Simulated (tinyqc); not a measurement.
Bond-orbital model of a tetrahedral semiconductor (Harrison's universal couplings), step by step. Values are carried at full precision from step to step, so a last printed digit may differ when a step is redone from the rounded ones.

Hybrid level eh = (es + 3 ep)/4; metallic energy V1 = (ep - es)/4 for each atom; covalent energy V2 = 3.22 hbar^2/(m d^2); polar energy V3 = (ehc - eha)/2; hbar^2/m = 2c, c = hbar^2/2m0. Polarity ap = V3/sqrt(V2^2 + V3^2), covalency ac = V2/sqrt(V2^2 + V3^2). p-p coupling at Gamma Exx = (4/3)(2.22 - 2 x 0.63) hbar^2/(m d^2) = 1.28 hbar^2/(m d^2), s-s coupling Ess = 4 x 1.32 hbar^2/(m d^2).

Constants: hbar^2/2m0 = 3.80998211 eV angstrom^2.

Inputs chosen for the exercise (near tabulated values for SiC; the model gives trends, and its gaps can be far from the real ones; the results hold for these values, not for the real material): esc = -14.64 eV (s level, cation); epc = -7.63 eV (p level, cation); esa = -19.21 eV (s level, anion); epa = -10.92 eV (p level, anion); d = 1.87 angstrom (bond length); Z = 4 (valence electrons of the anion).

## The three energies

Form the hybrid levels, V1, V2 and V3.

hbar^2/(m d^2) = 2.1791 eV

hybrid levels (eV): cation -9.3825, anion -12.9925

V1 (eV): cation 1.7525, anion 2.0725

V2, V3 (eV): [7.0166, 1.8050]

## Bond and antibond

The 2 x 2 problem [[ehc, -V2], [-V2, eha]] gives (ehc + eha)/2 -/+ sqrt(V2^2 + V3^2); ap = V3/sqrt(V2^2 + V3^2), ac = V2/sqrt(V2^2 + V3^2); the bond has weight (1 + ap)/2 on the anion.

levels (eV): bond -18.4325, antibond -3.9425

ap = 0.2491
ac = 0.9685
weight on the anion = 0.6246

## Charges

With dZ = Z - 4: effective charge Z* = 4 ap - dZ (positive on the cation); transverse charge eT* = Z* + (8/3) ap ac^2.

Z* = 0.997 e
eT* = 1.620 e

Charge that flows along the bonds as they stretch adds 0.62 e to the static value.

## Metallicity and a gap from the bond picture

Neighbouring bonds couple through V1: averaged V1b = V1c (1 - ap)/2 + V1a (1 + ap)/2 for the bond band and V1x = V1c (1 + ap)/2 + V1a (1 - ap)/2 for the antibond band. The top of the bond band lies V1b above the bond level and the bottom of the antibond band 3 V1x below the antibond level, so the gap is 2 sqrt(V2^2 + V3^2) - V1b - 3 V1x; metallicity am = (V1b + 3 V1x)/(2 sqrt(V2^2 + V3^2)).

V1b, V1x (eV): [1.9524, 1.8726]

gap = 6.920 eV
am = 0.522

The gap closes where am reaches one. The model gives trends; its gap can miss the real one by a factor of two to five, most in ratio for narrow gaps and most in eV for first-row compounds.

## Band edges at Gamma

Ev is the lower root of [[epa, Exx], [Exx, epc]] and the s-like conduction level the upper root of [[esa, Ess], [Ess, esc]], with Exx = 1.28 u and Ess = 5.28 u, u = hbar^2/(m d^2).

Exx, Ess (eV): [2.7892, 11.5055]

Ev = -12.513 eV
s-like conduction level = -5.195 eV
E0 gap = 7.318 eV

Universal couplings give the trend of E0 from compound to compound, not its value; it can miss by several eV and by a factor of two or more, and spin-orbit coupling is left out.

## Checks

- Bond level from the formula against the 2 x 2 matrix: both -18.4325.

Run: tinyqc, `OMP_NUM_THREADS=1 python tinyqc.py 1481395 1481396 out.jsonl`; Intel(R) Xeon(R) Processor @ 2.30GHz, one thread, shared host; about 0.01 s of CPU time with all checks.
